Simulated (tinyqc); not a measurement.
# Trap density from the barrier height

Problem. In a partly depleted grain with all boundary traps filled, 2 N W = Qt and VB = q N W^2/(2 eps0 eps_r). Find Qt, W and the doping at which VB would equal Vt.

Parameters, values chosen for the exercise:
```
symbol,value,unit,meaning
T,350,K,temperature
eps_r,11.7,,relative permittivity
```

Constants: q = 1.602176634e-19 C, kB = 1.380649e-23 J/K, Vt = kB T/q, eps0 = 8.8541878128e-14 F/cm where lengths are in cm. Results are converted to the units shown.

doping = 1.2e18 cm^-3
barrier height = 0.092795529 V

Solution. Eliminating W gives VB = q Qt^2/(8 eps0 eps_r N), which falls as 1/N.

Qt = 2.400e12 cm^-2
W = 10.00 nm
doping for VB = Vt = 3.692e18 cm^-3

Numbers from tinyqc (`OMP_NUM_THREADS=1 python tinyqc.py 2830274 2830275 out.jsonl`; about 0.01 s on one thread of a shared Intel Xeon 2.30GHz).
